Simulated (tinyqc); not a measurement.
# Worked calculation: isotype n-N heterojunction, non-linear Poisson equation by Newton steps, Fermi-Dirac statistics

tinyqc, about 0.2 s, one thread, Intel Xeon 2.30GHz (shared host): `OMP_NUM_THREADS=1 python tinyqc.py 2040114 2040115 out.jsonl` Printed values are rounded.

One dimension, material 1 (n-type) at x < 0 and material 2 (n-type) at x > 0. Band edges: Ec = -psi in material 1 and -psi + dEc in material 2, Ev = Ec - Eg. Equilibrium, Fermi level at 0. n = Nc F((EFn - Ec)/Vt), p = Nv F((Ev - EFp)/Vt), with F(eta) = F_1/2(eta) = (2/sqrt(pi)) int_0^infinity sqrt(u) du/(1 + exp(u - eta)) (Fermi-Dirac statistics); full ionisation, no interface charge, classical densities; the doping types are chosen for the exercise.

Values chosen for this exercise; band and dielectric values those of a made-up pair:
- T = 300 K (temperature)
- Eg1 = 1.31 eV (band gap of material 1)
- er1 = 12.8 (relative permittivity of material 1)
- Nc1 = 4.27e17 cm^-3 (conduction-band density of states of material 1)
- Nv1 = 9.5e18 cm^-3 (valence-band density of states of material 1)
- Eg2 = 1.62 eV (band gap of material 2)
- er2 = 13.7 (relative permittivity of material 2)
- Nc2 = 7.24e17 cm^-3 (conduction-band density of states of material 2)
- Nv2 = 1.06e19 cm^-3 (valence-band density of states of material 2)
- dEc = 0.3 eV (conduction-band offset Ec2 - Ec1)
- N1 = 2.4e16 cm^-3 (donor density of material 1)
- N2 = 6.2e16 cm^-3 (donor density of material 2)
- V = 0 V (bias of side 1 against side 2)

Constants: q = 1.602176634e-19 C, kB = 1.380649e-23 J/K, Vt = kB T/q, eps0 = 8.8541878128e-14 F/cm where lengths are in cm. Results are converted to the units shown.

Range of the model: The accumulation layer is thin enough for quantum confinement, which this classical model leaves out.

## Offsets and end potentials

dEv = Ev1 - Ev2 = Eg2 - Eg1 - dEc. Neutrality of the majority carriers far from the junction: Nc1 F(psi_L/Vt) = N1 and Nc2 F((V + psi_R - dEc)/Vt) = N2. Total bending psi_R - psi_L.

dEv = 0.01 eV
psi_L = -0.07390761 V
psi_R = 0.2372464 V
psi_R - psi_L = 0.3111540 V

The alignment is straddling (type I): dEc and dEv have the same sign.

## Permittivity of the intervals

x, node 0 to 10 (nm): -302  -180  -104  -55.4  -25.1  -6  6  26.8  63  126  235

er1 or er2; the interface lies midway in its interval, which gets the series value 2 er1 er2/(er1 + er2).

eps_r, interval 0 to 9: 12.8  12.8  12.8  12.8  12.8  13.23472  13.7  13.7  13.7  13.7

## Couplings between neighbouring nodes

a_i = eps0 eps_r/h_i for the interval from node i to i + 1, with h_i = x_(i+1) - x_i in cm.

coupling a_i, interval 0 to 9 (F/cm^2): 9.289640e-8  1.491232e-7  2.331967e-7  3.740383e-7  5.933697e-7  9.765222e-7  5.831845e-7  3.350894e-7  1.925434e-7  1.112866e-7

## Starting potential

material, node 0 to 10: 1  1  1  1  1  1  2  2  2  2  2

psi_L + (psi_R - psi_L)(1 + tanh(x/s))/2 on the inner nodes with s = 45 nm, psi_L and psi_R on the ends.

psi at the start, node 0 to 10 (V): -0.0739076  -0.0738033  -0.0708785  -0.0494667  0.0028966  0.0610479  0.1022910  0.1647288  0.2194098  0.2361001  0.2372464

## Iteration 1: densities, residual and Jacobian diagonal

n_i = Nc F(a_n), a_n = (V - Ec_i)/Vt; p_i = Nv F(a_p), a_p = (Ec_i - Eg)/Vt; rho_i = p_i - n_i + C_i with C = +N1 or +N2; g_i = (Nc F'(a_n) + Nv F'(a_p))/Vt with F' = F_-1/2(eta) = (1/sqrt(pi)) int_0^infinity u^(-1/2) du/(1 + exp(u - eta)). Box widths w_i = (h_(i-1) + h_i)/2 in cm. Residual F_i = a_i (psi_(i+1) - psi_i) - a_(i-1) (psi_i - psi_(i-1)) + q rho_i w_i; Jacobian: a_(i-1) and a_i beside the diagonal, b_i = -a_(i-1) - a_i - q g_i w_i on it. The two end nodes are fixed.

```
node    n (cm^-3)    p (cm^-3)
0          2.4e16   0.01630367
1     2.409517e16   0.01623800
2     2.691851e16   0.01450100
3     5.996577e16  0.006334255
4     3.566886e17  8.356636e-4
5     1.443196e18  8.813192e-5
6     3.453819e14  1.354782e-5
7     3.858902e15  1.210487e-6
8     3.156403e16  1.460023e-7
9     5.938634e16  7.655532e-8
10         6.2e16  7.323476e-8
```

```
node  residual F (C/cm^2)  diagonal b (F/cm^2)
1            2.755083e-10         -1.691511e-6
2             1.643874e-9         -1.399033e-6
3            -8.139774e-9         -2.004253e-6
4            -1.167381e-7         -5.204401e-6
5            -3.478067e-7         -8.202474e-6
6             1.233816e-8         -1.563217e-6
7             8.458659e-9         -9.863050e-7
8             9.077428e-9         -1.483187e-6
9            5.152527e-10         -3.380025e-6
```

## Iteration 1: Newton step

Solve the tridiagonal system a_(i-1) d_(i-1) + b_i d_i + a_i d_(i+1) = -F_i for nodes 1 to 9, with d = 0 on fixed nodes. Half of the step is added while the largest |d| exceeds 1.5 Vt, the full step after that.

Newton step d, before damping, node 1 to 9 (V): 0.00012923  -0.00038165  -0.00942157  -0.02848490  -0.04716241  -0.02267193  -0.00295646  0.00551284  0.00046648
psi after iteration 1, node 0 to 10 (V): -0.0739076  -0.0737386  -0.0710693  -0.0541775  -0.0113459  0.0374667  0.0909550  0.1632506  0.2221662  0.2363333  0.2372464

## Iteration 2: densities, residual and Jacobian diagonal

As before.

```
node    n (cm^-3)    p (cm^-3)
0          2.4e16   0.01630367
1     2.415429e16   0.01619746
2     2.672483e16   0.01460843
3     5.037355e16  0.007600345
4     2.282246e17  0.001449753
5     8.890378e17  2.194219e-4
6     2.227869e14  2.100416e-5
7     3.644820e15  1.281720e-6
8     3.505570e16  1.312363e-7
9     5.990929e16  7.586774e-8
10         6.2e16  7.323476e-8
```

```
node  residual F (C/cm^2)  diagonal b (F/cm^2)
1            1.376415e-10         -1.694998e-6
2            8.212531e-10         -1.391876e-6
3            -4.588094e-9         -1.789668e-6
4            -6.787615e-8         -3.912611e-6
5            -1.922455e-7         -6.618936e-6
6             6.161504e-9         -1.561971e-6
7             4.226518e-9         -9.825375e-7
8             4.397860e-9         -1.587118e-6
9            2.545608e-10         -3.406347e-6
```

## Iteration 2: Newton step

As before.

Newton step d, before damping, node 1 to 9 (V): 0.00002269  -0.00066516  -0.00750633  -0.02323460  -0.03408354  -0.02003495  -0.00715412  0.00127835  0.00014699
psi after iteration 2, node 0 to 10 (V): -0.0739076  -0.0737160  -0.0717344  -0.0616838  -0.0345805  0.0033831  0.0709200  0.1560964  0.2234445  0.2364803  0.2372464

## Course of the Newton iteration

Stop when the largest undamped |d| is below 1e-9 V, or after 80 iterations.

Course of the iteration:
```
iteration  largest |F| (C/cm^2)  largest |d| (V)  at node
1                       3.48e-7           0.0472        5
2                       1.92e-7           0.0341        5
3                       4.08e-8           0.0138        5
4                       5.67e-9          2.71e-3        5
5                      1.87e-10          9.68e-5        5
6                      2.32e-13          1.23e-7        4
7                      3.66e-19         2.05e-13        4
```

Converged in 7 iterations. Once the step is below 0.1 Vt, 2 more iteration(s) reach the threshold: near the solution the error is roughly squared each time.

## Band edges, densities and displacement

converged psi, node 0 to 10 (V): -0.0739076  -0.0737875  -0.0725468  -0.0663151  -0.0489429  -0.0132261  0.0571015  0.1469552  0.2214956  0.2363701  0.2372464

Ec, Ev, n and p as defined; D = a_k (psi_(k+1) - psi_k) on the interval that holds the interface.

```
node    Ec (eV)    Ev (eV)    n (cm^-3)    p (cm^-3)
0     0.0739076  -1.236092       2.4e16   0.01630367
1     0.0737875  -1.236213  2.410960e16   0.01622808
2     0.0725468  -1.237453  2.527057e16   0.01546769
3     0.0663151  -1.243685  3.198127e16   0.01215448
4     0.0489429  -1.261057  6.113417e16  0.006207211
5     0.0132261  -1.296774  2.145896e17  0.001559126
6     0.2428985  -1.377101  6.014645e13  7.780715e-5
7     0.1530448  -1.466955  1.942172e15  2.407369e-6
8     0.0785044  -1.541496  3.417279e16  1.346850e-7
9     0.0636299  -1.556370  5.999222e16  7.575980e-8
10    0.0627536  -1.557246       6.2e16  7.323476e-8
```

D = 68.67645 nC/cm^2

## Check against the first integral

Exact first integral: on each side D^2/(2 eps0 er) = G, G = q [Vt (nI_j - nI_b) + Vt (pI_j - pI_b) - C (psi_j - psi_b)], with C = +N1 or +N2, b the neutral end of that side, and nI, pI the densities with F_1/2 replaced by F_3/2(eta) = (4/(3 sqrt(pi))) int_0^infinity u^(3/2) du/(1 + exp(u - eta)). D is continuous, so er1 G1(psi_j) = er2 G2(psi_j) fixes psi_j. Ends from Nc1 F(psi_L/Vt) = N1 and Nc2 F((V + psi_R - dEc)/Vt) = N2. D is counted positive when psi rises towards material 2.

psi_j = 0.01505029 V
D = 68.71991 nC/cm^2
psi_j - psi_L = 0.08895790 V
psi_R - psi_j = 0.2221961 V
Ec1 - EFn at the interface = -0.01505029 eV
Ec2 - EFn at the interface = 0.2849497 eV

Material 2 takes 71.4 % of the bending. The 11-node mesh gave D = 68.68 nC/cm^2, 0.063 % below the exact value in size.
